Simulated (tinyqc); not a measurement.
Current crowding under a contact, resistor ladder against the transmission-line model: two steps of the calculation.

A metal contact of length d and width W on a thin layer of the same width. The metal has no resistance, the sheet resistance under it equals Rsh, and current enters the layer at the front edge x = 0.

Parameters, values chosen for the exercise: sheet resistance of the semiconductor layer Rsh = 700 ohm/sq; specific contact resistivity rc = 5.6e-9 ohm cm^2; contact length d = 0.045 um; contact width W = 3.1 um; cells n = 5; current I = 0.1 mA.

Problem 1. Voltages and the share of the current. Cut the contact into n cells of length hc = d/n. Neighbouring cell centres are joined by a = W/(Rsh hc), each centre joins the metal (0 V) by g = W hc/rc, and I enters cell 1 through half a cell: -a v_(i-1) + b_i v_i - a v_(i+1) = I for i = 1 and 0 otherwise, b_i = g + 2 a (g + a at both ends). Rc = v_1/I + 1/(2 a). Cell i passes g v_i to the metal.

a = 0.49206349 S
g = 0.049821429 S
b_i, cell 1 to 5 (S): [0.54188492, 1.0339484, 1.0339484, 1.0339484, 0.54188492]

Wanted: v_i; share of the current; Rc of the ladder.

Solution 1.

```
cell,v_i (mV),share of the current (%)
1,0.60188,29.987
2,0.45960,22.898
3,0.36385,18.127
4,0.30494,15.192
5,0.27690,13.796
```

Rc of the ladder = 7.0350 ohm

The first cell passes 30.0 % of the current and the last 13.8 %; an even spread would give 20.0 % each.

Problem 2. The transmission-line result. Transfer length Lt = sqrt(rc/Rsh); front resistance Rc = (Rsh Lt/W) coth(d/Lt); end resistance Re = (Rsh Lt/W)/sinh(d/Lt). v(x) = I (Rsh Lt/W) cosh((d - x)/Lt)/sinh(d/Lt) at the cell centres x = (i - 1/2) d/n.

Give: Lt; Rc; Re; v(x).

Solution 2.

Lt = 0.02828 um
Rc = 6.940 ohm
Re = 2.715 ohm
v(x), cell 1 to 5 (mV): [0.6007, 0.4580, 0.3620, 0.3030, 0.2749]

The ladder's Rc is 1.4 % above this value, with cells 0.32 Lt long.

tinyqc, about 0.01 s, one thread, Intel Xeon 2.30GHz (shared host): `OMP_NUM_THREADS=1 python tinyqc.py 2760131 2760132 out.jsonl`
